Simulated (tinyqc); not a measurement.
BHZ model on a square lattice (one spin block), step by step. Values are carried at full precision from step to step, so a last printed digit may differ when a step is redone from the rounded ones.

h(k) = e0 + d.s with s the Pauli matrices in the basis (E, H), k in units of 1/a: dx = (A/a) sin kx, dy = (A/a) sin ky, dz = M - (2B/a^2)(2 - cos kx - cos ky), e0 = -(2D/a^2)(2 - cos kx - cos ky). The other spin block is h*(-k). For small k this is the continuum model with dz = M - B k^2.

Values chosen for the exercise (of the size used for HgTe wells; shifted at random, so the results belong to these values and not to a real crystal): A = 3.86 eV angstrom; B = -72.6 eV angstrom^2; D = -48 eV angstrom^2; M = -0.0234 eV (mass term); a = 50 angstrom (grid spacing); k = (-0.12, 0.31) 1/a (wave vector); nk = 40 (points along kx).

## One k point

Form e0, d and E = e0 -/+ |d|.

e0 = 2.107 meV

dx, dy, dz (meV): [-9.242, 23.551, -20.214]

levels (meV): [-30.276, 34.489]

## Signs of dz at the four invariant points

dz = M, M - 4B/a^2 (twice), M - 8B/a^2 at (0,0), (pi,0), (0,pi), (pi,pi). The product of the signs is (-1)^nu. C = (s00 - s0p - sp0 + spp)/2 is the Chern number of the lower band of this block, in the sense Omega = curl of i<u|grad u>.

dz (meV): (0,0) -23.40, (pi,0) 92.76, (0,pi) 92.76, (pi,pi) 208.92

nu (Z2 index) = 1
C = -1

M/B > 0: the bands are inverted at Gamma alone, a quantum spin Hall insulator.

## Wilson loop

For each ky: x = -(1/2 pi) arg of the product of <u_j|u_(j+1)> over nk points kx = 2 pi j/nk of the lower band, folded into (-1/2, 1/2]. x is the centre of the hybrid Wannier function; minus its winding over ky from -pi to pi (followed on 61 points) is C.

Centres:
```
ky        x (a)
-3.142   0.0000
-1.500   0.0530
-0.700   0.1416
-0.350   0.2577
-0.150   0.3791
0.000    0.5000
0.150   -0.3791
0.350   -0.2577
0.700   -0.1416
1.500   -0.0530
3.142    0.0000
```

C from the winding = -1

The centre winds once across the cell, 48 % of the way within |ky| < 0.35; the other spin winds oppositely, so the pair switches partners.

## Edge state of the continuum model

At a hard wall the state is exp(-l1 y) - exp(-l2 y). At kx = 0: E = -D M/B, slope hbar v = A sqrt(1 - D^2/B^2), l = F -/+ sqrt(F^2 - M/B) with F = |A|/(2 sqrt(B^2 - D^2)); complex l means an oscillating tail. Penetration 1/Re(l1).

E at kx = 0 = 15.471 meV
hbar v = 2.8960 eV angstrom

l1, l2 (1/angstrom): [0.00488, 0.06598]

penetration = 204.7 angstrom

## Checks

- Chern number from the winding against the sign formula: both -1.0.

Run: tinyqc, `OMP_NUM_THREADS=1 python tinyqc.py 1450166 1450167 out.jsonl`; Intel(R) Xeon(R) Processor @ 2.30GHz, one thread, shared host; about 0.2 s of CPU time with all checks.
